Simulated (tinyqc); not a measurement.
Inside a calculation. Model: elastic strain and critical thickness of a cubic alloy layer A(1-x)B(x) on a thick substrate. Computed by tinyqc, a small Python program that keeps every step. Command: `OMP_NUM_THREADS=1 python tinyqc.py 3027404 3027405 out.jsonl misfit walk`. One thread of a shared host (Intel(R) Xeon(R) Processor @ 2.30GHz), about 0.01 s of CPU time with the checks. Intermediate numbers are printed to about 5 digits and carried at full precision; extremes and crossings named in words are read from the listed rows.

Strain is positive in tension. The layer is coherent with the substrate unless said otherwise.

Inputs (values chosen for the exercise, modelled on Ga(1-x)In(x)As on InP):
```
quantity                                 value        unit
fraction x of B                           0.21           -
lattice constant a_A                     5.653    angstrom
lattice constant a_B                     6.058    angstrom
substrate lattice constant a_S           5.869    angstrom
layer thickness h                           82          nm
biaxial modulus of the substrate M_S      93.2         GPa
substrate thickness t_S                    775  micrometre
wafer diameter W                           150          mm
X-ray wavelength                      1.540593    angstrom
start of the iteration h0/b               1000           -
```

Growth plane: (111). Layer: uncapped. Misfit dislocation: 60-degree.

C11, C12, C44 of A (GPa): 118.8  52.93  59.64

C11, C12, C44 of B (GPa): 82.88  44.68  39.13

## Alloy by Vegard's rule, and misfit

a = (1 - x) a_A + x a_B, the same rule for each C_ij; misfit f = (a_S - a)/a, the in-plane strain of the coherent layer.

free lattice constant a = 5.73805 angstrom

elastic constants (GPa): C11 111.2568, C12 51.1975, C44 55.3329

misfit f = 0.022821

The layer is stretched in the plane by 2.28 %.

## Biaxial strain, stress and energy

(111): D = 2 (C11 + 2 C12 - 2 C44)/(C11 + 2 C12 + 4 C44), M = 6 C44 (C11 + 2 C12)/(C11 + 2 C12 + 4 C44). The free surface carries no normal stress, so e_perp = -D f; dV/V = 2 f + e_perp; stress = M f; energy per area = M f^2 h (1 GPa nm = 1 J/m^2).

ratio D = 0.47352

normal strain e_perp = -0.010806

volume strain dV/V = 0.034836

biaxial modulus M = 163.07 GPa

in-plane stress = 3.7214 GPa

strain energy per area = 6.9641 J/m^2

Caution: above about 2 % misfit, linear elasticity is rough and compressed layers tend to form islands before dislocations.

## Symmetric X-ray reflection

Reflection 111: d = a_perp/sqrt(3), with a_perp = a (1 + e_perp) for the coherent layer, a for the relaxed layer and a_S for the substrate; sin(theta) = lambda/(2 d).

Bragg angles:
```
crystal         a_perp (angstrom)  theta (degrees)  from substrate (arcsec)
substrate                  5.8690           13.140                      0.0
coherent layer             5.6760           13.595                   1638.4
relaxed layer              5.7381           13.445                   1099.6
```

peak separation of the coherent layer = 1638.4 arcsec

The coherent layer lies 1.49 times as far from the substrate peak as a relaxed one, about 1 + D = 1.47: reading its peak as relaxed would overstate the mismatch by that factor.

## Isotropic constants and the prefactor A

Voigt averages: G = (C11 - C12 + 3 C44)/5, B = (C11 + 2 C12)/3, nu = (3 B - 2 G)/(2 (3 B + G)); b = a/sqrt(2). The 60-degree dislocation has cos alpha = 1/2, and cos lambda = sqrt(3)/6 on (111), for glide on an inclined {111} plane. Matthews-Blakeslee: h_c = A [ln(h_c/b) + 1], A = b (1 - nu cos^2 alpha)/(8 pi |f| (1 + nu) cos lambda), the factor 8 pi being that of an uncapped layer.

shear modulus G = 45.2116 GPa

Poisson ratio nu = 0.23802

Burgers vector b = 0.40574 nm

prefactor A = 1.8616 nm

## Critical thickness by fixed-point iteration

Start at h0, put the right side back in, and stop when the change is below 1e-9 h or h turns negative.

Iteration:
```
step  h in (nm)  h out (nm)  change (nm)
1        405.74      14.721  -3.9102e+02
2         14.72       8.547  -6.1739e+00
3          8.55       7.535  -1.0121e+00
4          7.54       7.301  -2.3462e-01
5          7.30       7.242  -5.8887e-02
6          7.24       7.227  -1.5077e-02
7          7.23       7.223  -3.8799e-03
...         ...         ...          ...
11         7.22       7.221  -1.7125e-05
12         7.22       7.221  -4.4148e-06
13         7.22       7.221  -1.1381e-06
14         7.22       7.221  -2.9339e-07
15         7.22       7.221  -7.5635e-08
16         7.22       7.221  -1.9498e-08
17         7.22       7.221  -5.0265e-09
```

critical thickness h_c (Matthews-Blakeslee) = 7.2213 nm

Converged; near the root each step shrinks the error by A/h_c = 0.258. h_c is 17.8 Burgers vectors.

## Equilibrium strain at the thickness h

For h > h_c the same force balance gives the strain left, |e| = |f| A [ln(h/b) + 1]/h, and below h_c e = f; relaxation = 1 - e/f; dislocations per length across each line direction = (|f| - |e|)/(b cos lambda), times 2/3 for the three line sets on (111).

strain left e = 0.0032686

relaxation = 85.678 %

dislocation line density = 111.29 1/micrometre

h is 11.36 h_c: in equilibrium dislocations lie 8.99 nm apart; slow nucleation and glide can keep a real layer more strained.

## Wafer curvature of the coherent layer

Stoney: curvature = 6 |stress| h/(M_S t_S^2); radius = 1/curvature; bow = curvature W^2/8.

curvature = 0.032708 1/m

radius of curvature = 30.573 m

bow = 91.992 micrometre

Caution: M_S is near the value for a (001) wafer; a (111) wafer is stiffer and bends less. Caution: the curvature assumes a coherent layer, but h exceeds h_c.

## Force balance against energy balance

People-Bean: h_c = P ln(h_c/b), P = (1 - nu)/(1 + nu) b^2/(16 pi sqrt(2) a f^2). The misfit is scaled by 0.25, 0.4, 0.6, 1, 1.5, 2.2 at fixed a, b and nu; the upper root is taken, and rows with A < 1.3 b or P < 3 b, where the roots shrink to the core size or vanish, are left out.

Critical thickness:
```
|f| (%)  Matthews-Blakeslee (nm)  People-Bean (nm)   ratio
0.5705                    41.995            550.43  13.107
0.9129                    23.556            182.03   7.727
1.3693                    14.115             67.82   4.805
2.2821                     7.221             18.12   2.509
3.4232                     4.117              5.54   1.346
```

The exponents d ln h_c/d ln f are -1.23 and -2.35 between the first rows, steeper than the -1 and -2 of the prefactors because of the logarithm. The ratio falls from 13.1 to 1.35 as the misfit grows. Where People-Bean lies above, a layer between the lines is metastable: dislocations would lower the energy but have to be nucleated. Above about 2 % misfit islands may come first.

Checks made by the program: D and M against the full stiffness tensor (relative difference below 1e-10); h_c against the Lambert function, -A W_(-1)(-b/(A e)) (relative difference 2e-10).
